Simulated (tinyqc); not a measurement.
# Six-transistor SRAM cell, nodal equations and margins: what changes with what

Two cross-coupled inverters (pull-down bn, pull-up bp) hold the nodes Q and QB; access transistors (ba, threshold VTn, gate on the word line at Vdd when selected) join them to the bit lines. Transistor (EKV form, voltages against the body): I = 2 n b Vt^2 [F(vp - Vs) - F(vp - Vd)] from drain to source, F(v) = ln^2(1 + exp(v/(2 Vt))), vp = (Vg - VT + sg |Vd - Vs|)/n. n-channel bodies are at 0; for the p-channel device all voltages are counted down from Vdd. b in uA/V^2 gives I in uA. For an access transistor the bit line is the drain and the node the source. In a read both bit lines are at Vdd. The cell is symmetric (no mismatch).

Parameters, values chosen for the exercise:
- T = 325 K (temperature)
- Vdd = 0.5 V (supply voltage)
- n = 1.11 (slope factor)
- sg = 0.113 (drain-induced barrier lowering)
- VTn = 0.43 V (n-channel threshold)
- VTp = 0.29 V (p-channel threshold (magnitude))
- bn = 610 uA/V^2 (gain factor of the pull-down transistor)
- ba = 410 uA/V^2 (gain factor of the access transistor)
- bp = 250 uA/V^2 (gain factor of the pull-up transistor)

Constants: q = 1.602176634e-19 C, kB = 1.380649e-23 J/K, Vt = kB T/q. Results are converted to the units shown.

Each table varies one quantity; the others keep the values above.

## Effect of the drain-induced barrier lowering

f(x) is the node voltage of one half-cell for input x: In = Ip in hold, In = Ip + Ia in a read. Static noise margin: side of the largest square between the curve (x, f(x)) and its mirror image (f(y), y); with h(c) the root x of f(x) - x = c, it is the maximum over c > 0 of h(c) - h(-c) + c. Q is the low node in a read and Iread the current of its access transistor. The write trip is the voltage to which the bit line of the high node must fall (the other staying at Vdd) for that state to vanish; higher is easier, and a negative value means that a grounded bit line does not write.

Effect of the drain-induced barrier lowering:
```
sg    hold margin (mV)  read margin (mV)  Q in a read (mV)  Iread (uA)  write trip (mV)
0.02             187.3             144.2             28.54      0.9428           -6.774
0.05             181.5             137.4             33.92       1.094            7.151
0.08             175.7             130.7             39.54       1.248            20.11
0.11             169.8             123.9             45.30       1.406            32.11
0.14             163.9             117.1             51.11       1.568            43.16
0.17             157.9             110.3             56.88       1.734            53.26
```

As sg goes from 0.02 to 0.17, the read margin falls from 144 to 110 mV, the write trip rises from -6.77 to 53.3 mV and Iread rises from 0.943 to 1.73 uA. The read margin is 0.77 of the hold margin in the first row and 0.70 in the last. Read stability and write ability pull in opposite directions. At sg = 0.02 the write trip is negative: the cell cannot be written without assist.

## Effect of the supply voltage

Same model as above.

Effect of the supply voltage:
```
Vdd (V)  hold margin (mV)  read margin (mV)  Q in a read (mV)  Iread (uA)  write trip (mV)
0.4                 125.2             100.2             35.09      0.1749          -0.7794
0.5                 169.2             123.2             45.88       1.422            33.26
0.6                 212.6             143.1             62.02       5.113            72.05
0.7                 254.3             161.0             82.20       11.52            113.1
0.85                309.2             182.6             115.6       25.95            176.8
1                   352.7             196.2             150.0       46.08            242.9
```

As Vdd goes from 0.4 to 1 V, the read margin rises from 100 to 196 mV, the write trip rises from -0.779 to 243 mV and Iread rises from 0.175 to 46.1 uA. The read margin is 0.80 of the hold margin in the first row and 0.56 in the last. At Vdd = 0.4 V the write trip is negative: the cell cannot be written without assist.

tinyqc, about 0.2 s, one thread, Intel Xeon 2.30GHz (shared host): `OMP_NUM_THREADS=1 python tinyqc.py 2340154 2340155 out.jsonl`
